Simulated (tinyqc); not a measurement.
Worked calculation: LDA (VWN5) atom on a uniform radial grid, spin-unpolarised, for Be(2+). Computed by tinyqc, a small Python program that keeps every step. Settings: Z = 4, points = 256, R = 7.1, functional = lda,vwn, mixing = 0.2, iteration cap = 72. Command: `OMP_NUM_THREADS=1 python tinyqc.py 24940 24941 out.jsonl` (the two numbers bound the seeds that draw the settings). One thread of a shared host (Intel(R) Xeon(R) Processor @ 2.60GHz), about 0.9 s of CPU time with the checks. Later iterations appear only in the table of the cycle.

## Iteration 1

Spherical atom on a uniform radial grid r_j = j h with h = R/(N + 1), h sum u^2 = 1 and integrals as h times sums, u(0) = u(R) = 0 (atomic units):
```
parameter           value
Z                       4
points N              256
R                7.100000
h                0.027626
mixing           0.200000
electrons in 1s         2
```

Three-point differences turn -u''/2 + [l(l+1)/2r^2 - Z/r + V] u = e u into a tridiagonal matrix (diagonal 1/h^2 + potential, off-diagonal -1/2h^2). D = sum f u^2; the Hartree potential y/r solves y'' = -D/r with y(0) = 0, y(R) = N_e; v_xc comes from rho = D/(4 pi r^2); E = sum f e - int D V + int D (V_H/2 + eps_xc); V(new) = V + mixing (V_H + v_xc - V).

eigenvalues (hartree): 1s -7.975725

Every 16th grid point:
```
r             V in     u(1s)         D       V_H       v_xc
0.442023  0.000000  1.207615  2.916667  4.158677  -1.124364
0.884047  0.000000  0.413656  0.342223  2.253535  -0.374390
1.326070  0.000000  0.106270  0.022587  1.507977  -0.129034
1.768093  0.000000  0.024268  0.001178  1.131155  -0.044938
2.210117  0.000000  0.005195  0.000054  0.904929  -0.015326
2.652140  0.000000  0.001068  2.28e-06  0.754108  -0.005057
3.094163  0.000000  0.000213  9.10e-08  0.646378  -0.001624
3.536187  0.000000  0.000042  3.49e-09  0.565581  -0.000512
3.978210  0.000000  0.000008  1.29e-10  0.502739  -0.000160
4.420233  0.000000  1.53e-06         0  0.452465  -0.000050
4.862257  0.000000  2.88e-07         0  0.411332   0.000000
5.304280  0.000000  5.39e-08         0  0.377054   0.000000
5.746304  0.000000  1.00e-08         0  0.348050   0.000000
6.188327  0.000000  1.84e-09         0  0.323189   0.000000
6.630350  0.000000  3.29e-10         0  0.301643   0.000000
7.072374  0.000000  1.18e-11         0  0.282790   0.000000
```

total energy = -13.25359493 hartree

## Iteration 2

As before.

eigenvalues (hartree): 1s -7.282556

Every 16th grid point:
```
r             V in     u(1s)         D       V_H       v_xc
0.442023  0.606863  1.210153  2.928938  4.132759  -1.125861
0.884047  0.375829  0.434723  0.377968  2.251883  -0.385958
1.326070  0.275789  0.118233  0.027958  1.507897  -0.137529
1.768093  0.217243  0.028724  0.001650  1.131152  -0.049727
2.210117  0.177921  0.006563  0.000086  0.904929  -0.017706
2.652140  0.149810  0.001443  4.16e-06  0.754108  -0.006124
3.094163  0.128951  0.000309  1.91e-07  0.646378  -0.002064
3.536187  0.113014  0.000065  8.42e-09  0.565581  -0.000684
3.978210  0.100516  0.000013  3.60e-10  0.502739  -0.000224
4.420233  0.090483  2.75e-06  1.51e-11  0.452465  -0.000073
4.862257  0.082266  5.56e-07         0  0.411332  -0.000024
5.304280  0.075411  1.12e-07         0  0.377054   0.000000
5.746304  0.069610  2.23e-08         0  0.348050   0.000000
6.188327  0.064638  4.43e-09         0  0.323189   0.000000
6.630350  0.060329  8.49e-10         0  0.301643   0.000000
7.072374  0.056558  3.17e-11         0  0.282790   0.000000
```

total energy = -13.30694225 hartree

## Convergence

Stop when input and output potentials agree to 1e-7.

Course of the cycle (hartree):
```
iteration             E      e(1s)  largest |V(out) - V(in)|
1          -13.25359493  -7.975725                  4.77e+00
2          -13.30694225  -7.282556                  3.71e+00
3          -13.34135831  -6.741276                  2.89e+00
4          -13.36324577  -6.318295                  2.25e+00
5          -13.37699291  -5.987529                  1.75e+00
6          -13.38553556  -5.728704                  1.36e+00
7          -13.39079660  -5.526051                  1.05e+00
8          -13.39401261  -5.367289                  8.18e-01
9          -13.39596659  -5.242848                  6.35e-01
10         -13.39714799  -5.145260                  4.93e-01
11         -13.39785949  -5.068695                  3.83e-01
...                 ...        ...                       ...
62         -13.39892199  -4.787369                  2.25e-06
63         -13.39892199  -4.787368                  1.80e-06
64         -13.39892199  -4.787368                  1.43e-06
65         -13.39892199  -4.787368                  1.14e-06
66         -13.39892199  -4.787368                  9.10e-07
67         -13.39892199  -4.787367                  7.26e-07
68         -13.39892199  -4.787367                  5.79e-07
69         -13.39892199  -4.787367                  4.61e-07
70         -13.39892199  -4.787367                  3.68e-07
71         -13.39892199  -4.787367                  2.93e-07
72         -13.39892199  -4.787367                  2.34e-07
```

Not converged within 72 iterations: the residual falls steadily but slowly, by a factor of about 0.80 a step. Reruns (cap 100 unless said): mixing 0.3: converged in 48; mixing 0.6: converged in 20; the original settings with a cap of 400: converged in 76. Even converged, this uniform grid resolves the cusp poorly and misses the energy of the atom.
